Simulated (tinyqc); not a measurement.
Resonant-tunnelling diode, transfer matrices and Tsu-Esaki current: one step of the calculation.

Emitter (band edge 0), barrier d1, well Lw, barrier d2, spacer ds, collector (edge -V). The bias drops linearly over these layers and none in the contacts; each layer is cut into ns equal slices, flat at the value of their centres. E is the energy of motion across the layers, C = hbar^2/(2 m0), psi and psi'/m are continuous. Transport is coherent, T(E) is taken as independent of the transverse momentum, and charge in the well is ignored.

Problem. Slices under bias. U = edge of the layer - V x/Lt at the centre x of each slice, Lt the summed thickness.

Parameters, values chosen for the exercise; masses and offsets of a made-up heterostructure: mass in the well, spacer and contacts mw = 0.26 m0; barrier height U1 = 1 eV; barrier mass m1 = 0.5 m0; emitter barrier d1 = 0.8 nm; well width Lw = 1.7 nm; collector barrier d2 = 0.8 nm; slices in each layer ns = 2; undoped spacer after the collector barrier ds = 2.6 nm; bias of the collector V = 0.21 V.

Wanted: U; m; width.

Solution.

```
slice    U (eV)  m (m0)  width (nm)
0       0.99288     0.5     0.40000
1       0.97864     0.5     0.40000
2      -0.04360    0.26     0.85000
3      -0.07386    0.26     0.85000
4       0.90390     0.5     0.40000
5       0.88966     0.5     0.40000
6      -0.14059    0.26      1.3000
7      -0.18686    0.26      1.3000
```

Numbers from tinyqc (`OMP_NUM_THREADS=1 python tinyqc.py 2600046 2600047 out.jsonl`; about 0.1 s on one thread of a shared Intel Xeon 2.30GHz).
